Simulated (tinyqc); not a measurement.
One share for all, or one for each: linear model of a band gap against the share of exact exchange.

E(alpha) = E0 + S alpha. A wider gap screens less, modelled in the Penn form eps(alpha) = 1 + (e0 - 1)(EP/(EP + S alpha))^2 with a scale EP chosen for the exercise. A dielectric-dependent hybrid takes alpha = 1/eps.

Errors of the gap (eV) against each target; e0, EP, S and the gaps are values chosen for the exercise.

Results:
```
case       E0 (eV)  S (eV)     e0  EP (eV)  target Et (eV)  alpha needed  error, alpha = 0  error, 0.25  error, self-consistent
like SiC      2.29    6.23   7.33     18.6            3.31         0.164             -1.02         0.54                   -0.10
like InP      0.67    5.36  10.18     10.6            1.40         0.136             -0.73         0.61                   -0.15
like SiO2     5.53    9.72   2.58     28.5            8.90         0.347             -3.37        -0.94                    1.09
like HfO2     4.11    7.85   4.95     18.6            5.74         0.208             -1.63         0.33                    0.21
like GaP      1.61    5.79  10.28     11.2            2.33         0.124             -0.72         0.73                   -0.10
like AlN      4.14    8.35   5.24     21.7            6.09         0.234             -1.95         0.14                   -0.14
like TiO2     1.96    8.07   7.80     13.1            3.27         0.162             -1.31         0.71                   -0.11
```

Mean absolute errors: 1.53, 0.57 and 0.27 eV for alpha = 0, 0.25 and the self-consistent value. A fixed quarter overshoots for SiC, InP, HfO2, GaP, AlN and TiO2 and falls short for SiO2; the alpha needed runs between 0.124 and 0.347 and its correlation with 1/e0 over these cases is 0.99.

tinyqc: `OMP_NUM_THREADS=1 python tinyqc.py 1880361 1880362 out.jsonl`; about 0.01 s, one thread, shared Intel(R) Xeon(R) Processor @ 2.30GHz.
